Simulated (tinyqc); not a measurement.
From results back to parameters: thresholds of impact ionisation and Auger recombination from band masses. Four cases, with inputs chosen for the exercise.

Problem. For parabolic bands the thresholds of impact ionisation are Eg (1 + 2 mu)/(1 + mu) for electrons and Eg (2 + mu)/(1 + mu) for heavy holes, mu = me/mh. Both are given.

Case 1.

thresholds for electrons and holes (eV): 0.920137  1.575863

Case 2.

thresholds for electrons and holes (eV): 1.843701  3.058299

Case 3.

thresholds for electrons and holes (eV): 1.656311  2.804689

Case 4.

thresholds for electrons and holes (eV): 0.877624  1.519376

Find: Eg; mu.

Solution. The sum is 3 Eg; mu = (E_e - Eg)/(2 Eg - E_e).

Case 1.

Eg = 0.832 eV
mu = 0.1185

Case 2.

Eg = 1.634 eV
mu = 0.1472

Case 3.

Eg = 1.487 eV
mu = 0.1285

Case 4.

Eg = 0.799 eV
mu = 0.1091

Computed by tinyqc, one run a case: `OMP_NUM_THREADS=1 python tinyqc.py N N+1 out.jsonl` with N = 1880743, 1880793, 1880815, 1880826; one thread of a shared Intel(R) Xeon(R) Processor @ 2.30GHz, about 0.01 s a run at most.
